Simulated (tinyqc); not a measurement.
Solubility, supersaturation, precipitation and gettering of an impurity in a silicon-like host: one step, computed by the program tinyqc. Command: `OMP_NUM_THREADS=1 python tinyqc.py 3020362 3020363 out.jsonl ripen walk`. One thread of a shared host (Intel(R) Xeon(R) Processor @ 2.30GHz), about 0.01 s of CPU time with the checks.

The wafer was saturated at T1 and is then held at T.

Task: Solubility, diffusivity, supersaturation. C_eq(T) = N0 exp(S/k_B - H/(k_B T)); D(T) = D0 exp(-Q/(k_B T)); C0 = C_eq(T1). Supersaturation s = C0/C_eq(T); critical radius r* = 2 gamma/(C_p k_B T ln s); barrier W* = (4 pi/3) gamma r*^2. Strain energy is left out.

Inputs (values chosen for the exercise, modelled on chromium in silicon): site density N0 = 5e+22 1/cm^3; enthalpy of solution H = 2.85 eV; entropy of solution S = 4.4 k_B; diffusion prefactor D0 = 0.00075 cm^2/s; migration energy Q = 0.82 eV; temperature of saturation T1 = 1400 K; anneal temperature T = 1162 K; impurity density in the precipitate C_p = 3.9e+22 1/cm^3; interface energy gamma = 0.53 J/m^2.

Constants: k_B = 8.617333262e-05 eV/K; k_B = 1.380649e-23 J/K.

Give: C0; C_eq(T); D(T); supersaturation s; critical radius r*; W*/(k_B T).

Result:

C0 = 2.2404e+14 1/cm^3

C_eq(T) = 1.7740e+12 1/cm^3

D(T) = 2.0825e-07 cm^2/s

supersaturation s = 126.29

critical radius r* = 0.35014 nm

W*/(k_B T) = 16.965

Caution: the barrier to homogeneous nucleation is below 35 k_B T for these inputs, so new precipitates would form and outnumber the fixed sinks assumed here. Caution: a critical radius of atomic size is outside the capillary model.
